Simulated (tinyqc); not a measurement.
Order-disorder in a binary alloy on two sublattices: Bragg-Williams and pair (quasi-chemical) approximations: one step, computed by the program tinyqc. Command: `OMP_NUM_THREADS=1 python tinyqc.py 3003651 3003652 out.jsonl order walk`. One thread of a shared host (Intel(R) Xeon(R) Processor @ 2.30GHz), about 0.01 s of CPU time with the checks.

All z = 4 neighbours of a site lie on the other sublattice. B fills the sublattices with x + eta/2 and x - eta/2; energies are per site, from the pure components: u = -z w y with y the probability of an A-B bond taken in one order.

Problem. Critical temperatures. Bragg-Williams: k_B T_c = 2 z w x (1 - x). Pair approximation at x = 1/2: k_B T_c = w/ln(z/(z - 2)).

Inputs (values chosen for the exercise, for a model alloy): ordering energy w = (e_AA + e_BB)/2 - e_AB = 13.3 meV; fraction x of B = 0.44.

Lattice: square (z = 4).

Constants: k_B = 8.617333262e-05 eV/K.

Give: T_c, Bragg-Williams; T_c, pair approximation at x = 1/2.

Solution.

T_c, Bragg-Williams = 304.2 K

T_c, pair approximation at x = 1/2 = 222.7 K

At x = 1/2 the pair value is 0.721 of the Bragg-Williams one; the ratio tends to 1 as z grows.
